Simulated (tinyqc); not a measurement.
# Surface potential of a MOS transistor: implicit equation and explicit approximations: what changes with what

p-type body, charge-sheet picture, depletion and inversion only, full ionisation (an idealisation for deep acceptors), Boltzmann statistics (rough once Na exp(x - xn) passes about Nc/7). In units of Vt: xg = (Vg - Vfb)/Vt, x = psi/Vt, G = gamma/sqrt(Vt), xn = (2 phiF + Vc)/Vt. The implicit equation is (xg - x)^2 = G^2 [x - 1 + exp(x - xn)] for x above about 3. Cox = eps0 eox/tox.

Inputs (values chosen for the exercise); band and dielectric values close to those of silicon:
- T = 300 K (temperature)
- Eg = 1.13 eV (band gap)
- eps_r = 11.8 (relative permittivity)
- Nc = 2.78e19 cm^-3 (conduction-band density of states at T)
- Nv = 2.69e19 cm^-3 (valence-band density of states at T)
- eox = 3.9 (relative permittivity of the gate insulator (close to silicon dioxide))
- tox = 9.7 nm (insulator thickness)
- Na = 2.9e16 cm^-3 (acceptor density)
- Vfb = -0.38 V (flat-band voltage)
- Vc = 0 V (channel-body voltage)
- Vg = 0.75 V (gate-body voltage)

Constants: q = 1.602176634e-19 C, kB = 1.380649e-23 J/K, Vt = kB T/q, eps0 = 8.8541878128e-14 F/cm where lengths are in cm. Results are converted to the units shown.

Each table varies one quantity; the others keep the values above.

## Accuracy of the approximations against gate voltage

ni = sqrt(Nc Nv) exp(-Eg/(2 Vt)), Eg in volts; phiF = Vt ln(Na/ni); gamma = sqrt(2 q eps0 eps_r Na)/Cox; VT = Vfb + Vt (xn + G sqrt(xn - 1)). Depletion value a = 1 + [sqrt(G^2/4 + xg - 1) - G/2]^2; inversion value b = xn + ln[(xg - xn)^2/G^2 - xn + 1] and first guess y = min(a, b) - ln(1 + exp(-|a - b|)) if a > xn + 1, else b = y = a; one second-order correction with D = exp(y - xn), p = 2 (xg - y) + G^2 (1 + D), w = (xg - y)^2 - G^2 (y - 1 + D): z = y + 2 w/(p + sqrt(p^2 - 2 (2 - G^2 D) w)), or the Newton step z = y + w/p where the root is not real. N_inv = (Cox Vt G/q) [sqrt(x - 1 + exp(x - xn)) - sqrt(x - 1)] at the root. Lambert form (Cox m Vt/q) W0[(G/(2 m sqrt(xn - 1))) exp((Vg - VT)/(m Vt))], m = 1 + G/(2 sqrt(xn - 1)). Errors under 1e-4 mV, and the linear form below VT, are printed as 0.

Accuracy of the approximations against gate voltage:
```
Vg (V)	psi (V)	x - xn	error of y (mV)	error of z (mV)	N_inv (cm^-2)	Cox (Vg - VT)/q (cm^-2)	Lambert form (cm^-2)
0.24	0.4415	-12.93	0	0	2.981e4	0	1.710e4
0.44	0.6087	-6.467	6.16e-3	0	1.618e7	0	1.348e7
0.64	0.7761	0.009401	3.56	-1.51e-3	9.185e9	9.811e9	9.256e9
0.84	0.8648	3.441	19.2	-4.60	2.258e11	4.542e11	2.375e11
1.04	0.8962	4.653	14.0	-1.17	5.902e11	8.986e11	6.181e11
1.24	0.9149	5.378	10.9	-0.471	9.868e11	1.343e12	1.029e12
1.44	0.9285	5.904	9.12	-0.252	1.397e12	1.787e12	1.450e12
1.64	0.9392	6.318	7.90	-0.156	1.814e12	2.232e12	1.877e12
1.84	0.9481	6.661	7.00	-0.105	2.236e12	2.676e12	2.308e12
```

psi rises from 0.442 to 0.948 V and ends 6.7 Vt above 2 phiF + Vc. Among the rows the first guess is off by at most 19 mV (at Vg = 0.84 V) and the corrected value by at most 4.6 mV. In the last row the linear form is 20 % above N_inv and the Lambert form 3.2 % above it; in the first row the Lambert form is 43 % below it. For Vg = 1.24, 1.44, 1.64, 1.84 the electron quasi-Fermi level lies less than 2 Vt below the band edge at the surface, or above it, where degeneracy and confinement, left out, matter.

## Effect of the acceptor density at fixed gate voltage

Same model as above.

Vfb is held fixed.

Effect of the acceptor density at fixed gate voltage:
```
Na (cm^-3)	psi (V)	x - xn	error of y (mV)	error of z (mV)	N_inv (cm^-2)	Cox (Vg - VT)/q (cm^-2)	Lambert form (cm^-2)
9.7e14	0.79236	7.4332	23.6	7.63	6.5173e11	1.0919e12	7.3856e11
2.1e15	0.80905	6.5337	22.6	7.02	5.6668e11	9.5874e11	6.3120e11
4.6e15	0.82495	5.5808	21.8	6.51	4.5884e11	8.0016e11	5.0229e11
1e16	0.83810	4.5363	21.6	6.26	3.2311e11	6.0809e11	3.4780e11
2.2e16	0.84293	3.1461	19.5	-4.02	1.5367e11	3.5911e11	1.6245e11
4.8e16	0.80839	0.24969	5.50	-8.56e-3	1.4686e10	3.1922e10	1.4863e10
1.1e17	0.69050	-5.9689	0.0164	0	4.8560e7	0	4.0736e7
2.3e17	0.56020	-12.484	0	0	1.1594e5	0	59263
```

Read the table: what changes, and by how much?

As Na goes from 9.7e14 to 2.3e17, psi goes from 0.792 through a maximum of 0.843 (at Na = 2.2e16 among the rows listed) to 0.560 V, x - xn falls from 7.43 to -12.5 and N_inv falls from 6.52e11 to 1.16e5 cm^-2. The Lambert form lies between 0.511 and 1.13 times N_inv.

tinyqc, about 0.01 s, one thread, Intel Xeon 2.30GHz (shared host): `OMP_NUM_THREADS=1 python tinyqc.py 2122103 2122104 out.jsonl`
